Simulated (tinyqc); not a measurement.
Two-valley model of the transferred-electron effect: one step, computed by the program tinyqc. Command: `OMP_NUM_THREADS=1 python tinyqc.py 3017951 3017952 out.jsonl gunn walk`. One thread of a shared host (Intel(R) Xeon(R) Processor @ 2.30GHz), about 0.01 s of CPU time with the checks.

Both kinds of valley share one electron temperature T_e, and each has a constant mobility.

Problem. Equilibrium. Density-of-states ratio R = Z (m2/m1)^(3/2); n2/n1 = R exp(-dE/(k_B T_e)); mean mobility mu = (mu1 + mu2 n2/n1)/(1 + n2/n1); energy balance e mu F^2 = (3/2) k_B (T_e - T)/tau_E; v = mu F.

Inputs (values chosen for the exercise, modelled on GaAs):

| quantity | value | unit |
|---|---|---|
| central-valley mass m1 | 0.065 | m_0 |
| satellite-valley mass m2 | 0.21 | m_0 |
| satellite valleys Z | 4 | - |
| valley separation dE | 0.32 | eV |
| central-valley mobility mu1 | 8400 | cm^2/(V s) |
| satellite-valley mobility mu2 | 200 | cm^2/(V s) |
| lattice temperature T | 77 | K |

Solver: bisection.

Constants: k_B = 8.617333262e-05 eV/K.

Give: R; n2/n1 without field; low-field mobility.

Solution.

R = 23.23

n2/n1 without field = 2.639e-20

low-field mobility = 8400 cm^2/(V s)

dE is 48.2 k_B T, so the satellites are empty without field.
